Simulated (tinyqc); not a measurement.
Electron mobility of a polar semiconductor by Rode's iterative solution of the Boltzmann equation: one step, computed by the program tinyqc. Command: `OMP_NUM_THREADS=1 python tinyqc.py 3007841 3007842 out.jsonl rode walk`. One thread of a shared host (Intel(R) Xeon(R) Processor @ 2.30GHz), about 0.01 s of CPU time with the checks.

The distribution is f(E) + e F l(E) (-df/dE) cos(theta) for a weak field F, theta counted from the force; l(E) is a mean free path. Elastic processes enter by their momentum rate, polar optical phonons by out- and in-scattering terms. One valley only: where upper valleys lie close, measured mobilities are lower. The density n is prescribed, even where a narrow-gap material would have more intrinsic carriers.

Task: The first two iterations on one ladder of the grid. Iteration: l_new(E) = [v(E) + c+ l(E + hbar w) + c- l(E - hbar w)]/(nu + S_o), from l = 0.

Inputs (values chosen for the exercise, for a model polar semiconductor): temperature T = 250 K.

Band: Kane. Elastic processes: acoustic, piezoelectric, impurity.

Points j = s/2, s/2 + s, ... (the first seven rungs, or as many as the grid holds), rates in 1e12/s:
```
E (meV),v (m/s),nu,S_o,c+,c-
19.425,369486,2.099980,4.87399,2.007408,0.00000
52.725,588176,0.614711,17.58019,2.483127,5.37286
86.025,727210,0.367699,20.07353,2.623480,8.61849
119.325,830347,0.281326,20.55856,2.684062,9.90308
152.625,911778,0.244141,20.64708,2.716473,10.57318
185.925,978388,0.227992,20.63091,2.737074,10.98534
219.225,1034163,0.222729,20.58993,2.752275,11.26970
```

Give: l after iteration 1; l after iteration 2 (all rungs but the last shown).

Result:

l after iteration 1 (nm): [52.98, 32.33, 35.58, 39.84, 43.64, 46.91, 49.69]

l after iteration 2 (all rungs but the last shown) (nm): [62.29, 52.83, 54.32, 62.37, 69.91, 76.41]

In-scattering lengthens l on the lowest rung by 17.6 % and on the second by 63.4 % in this step.
